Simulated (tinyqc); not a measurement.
# Implant damage, amorphisation by cascade overlap, and solid-phase epitaxial regrowth, step by step

A worked calculation. Computed by tinyqc, a small Python program that keeps every step. Command: `OMP_NUM_THREADS=1 python tinyqc.py 3110095 3110096 out.jsonl sper walk`. One thread of a shared host (Intel(R) Xeon(R) Processor @ 2.30GHz), about 0.01 s of CPU time with the checks. Intermediate numbers are printed to about 5 digits and carried at full precision; extremes and crossings named in words are read from the listed rows.

Range and width of the damage are inputs. Dynamic annealing enters only through the surviving share f.

Inputs (values chosen for the exercise, modelled on fluorine ions in silicon):
```
quantity                            value    unit
atomic density N                     49.9  1/nm^3
ion Z1                                  9       -
ion mass M1                            19       u
target Z2                              14       -
target mass M2                      28.09       u
ion energy E                           85     keV
displacement energy E_d                14      eV
depth of the damage peak R_d           88      nm
width of the damage profile s_d        44      nm
share of defects that survive f      0.32       -
critical displaced share x_c         0.13       -
dose Q                            2.3e+15  1/cm^2
overlaps needed n                       1       -
area amorphised by one track A_i      1.2    nm^2
regrowth prefactor v0             6.4e+15    nm/s
regrowth energy E_a                  2.72      eV
anneal temperature                    530       C
rate relative to (100)                  1       -
peak enhancement by the dopant        9.6       -
ramp rate                             5.1     K/s
```

Constants: a_0 = 0.529177210903 angstrom; e^2/(4 pi eps_0) = 14.39964548 eV angstrom; k_B = 8.617333262e-05 eV/K.

## Damage energy and displacements per ion

Robinson partition: eps = E a M2/(Z1 Z2 (e^2/(4 pi eps_0)) (M1 + M2)), a = 0.8853 a_0/sqrt(Z1^(2/3) + Z2^(2/3)); k = 0.0793 Z1^(2/3) Z2^(1/2) (M1 + M2)^(3/2)/((Z1^(2/3) + Z2^(2/3))^(3/4) M1^(3/2) M2^(1/2)); damage energy T_d = E/(1 + k (eps + 0.40244 eps^(3/4) + 3.4008 eps^(1/6))); displacements nu = 0.8 T_d/(2 E_d).

reduced energy eps = 4.1123

k = 0.16638

damage energy T_d = 32.771 keV

T_d/E = 0.38554

displacements per ion nu = 936.31

61 % of the energy goes to electrons.

## The amorphous layer

Displaced share x(z) = f nu Q exp(-(z - R_d)^2/(2 s_d^2))/(sqrt(2 pi) s_d N); the layer is amorphous where x > x_c, between R_d -/+ s_d sqrt(2 ln(x_max/x_c)), the upper edge being cut at the surface. Threshold dose Q_c = Q x_c/x_max.

peak displaced share x_max = 1.2521

threshold dose Q_c = 2.3879e+14 1/cm^2

upper edge = 0 nm

lower edge = 181.65 nm

The layer reaches the surface. Caution: x above 1 counts atoms displaced more than once.

## Damage left below the interface

Displaced atoms per area beyond the lower edge z2: f nu Q (1/2) erfc((z2 - R_d)/(sqrt2 s_d)); they are not removed by regrowth.

share of the damage beyond z2 = 0.016651

displaced atoms beyond z2 = 1.1475e+16 1/cm^2

## Layer against dose

The formulas are those given above.

Dose series; the last column is f nu Q erfc((z2 - R_d)/(sqrt2 s_d))/2:
```
Q (1/cm^2)   x_max  upper edge (nm)  lower edge (nm)  displaced atoms beyond z2 (1/cm^2)
2.63e+14    0.1432           68.663           107.34                          2.6016e+16
3.58e+14    0.1949           48.402           127.60                          1.9745e+16
5.97e+14    0.3250           28.435           147.57                          1.5724e+16
9.55e+14    0.5199           14.740           161.26                          1.3722e+16
1.67e+15    0.9092            1.219           174.78                          1.2153e+16
2.87e+15    1.5625            0.000           186.12                          1.1070e+16
5.97e+15    3.2501            0.000           199.64                          9.9914e+15
1.19e+16    6.4785            0.000           211.02                          9.2248e+15
```

A dose 45 times larger moves the lower edge from 107 to 211 nm, as the root of a logarithm, and the damage beyond it falls by a factor 2.8, since the edge lies on an ever steeper tail. The layer reaches the surface at Q_c exp(R_d^2/(2 s_d^2)) = 1.76e15 per cm^2.

## Overlap model

Gibbons model: a point turns amorphous after n + 1 hits; with y = A_i Q the amorphous share is 1 - exp(-y) sum_(k=0..n) y^k/k!. Doses are set by y.

Amorphous share:
```
y    Q (1/cm^2)  direct impact (n = 0)  given n
0.1  8.3333e+12                0.09516  0.00468
0.3  2.5000e+13                0.25918  0.03694
0.6  5.0000e+13                0.45119  0.12190
1.0  8.3333e+13                0.63212  0.26424
2.0  1.6667e+14                0.86466  0.59399
3.0  2.5000e+14                0.95021  0.80085
5.0  4.1667e+14                0.99326  0.95957
8.0  6.6667e+14                0.99966  0.99698
```

At small y the share grows as y^2; between the first rows the exponent is 1.88.

## Isothermal regrowth

v = v0 x orientation factor x exp(-E_a/(k_B T)) x [1 + (enhancement - 1) exp(-(z - R_d)^2/(2 s_d^2))], T = anneal temperature + 273.15 K; the dopant is taken to follow the damage profile; the lower front moves from the lower edge z2 to the surface, or to the middle (z1 + z2)/2 of a buried layer with upper edge z1; time = int dz/v; the equivalent undoped distance is that time times the undoped velocity.

undoped velocity = 0.054719 nm/s

distance to regrow = 181.65 nm

time without enhancement = 3319.7 s

equivalent undoped distance = 38.141 nm

time with enhancement = 697.03 s

The rate doubles for each 14 K or so near this temperature.

## Regrowth during a ramp

On a linear ramp from 200 C regrowth ends at the T_f where int v_undoped dT/(ramp rate) equals the equivalent undoped distance.

temperature at which regrowth ends = 645.60 C

Checks made by the program: tail against quadrature of x(z) N (relative difference below 1e-10).
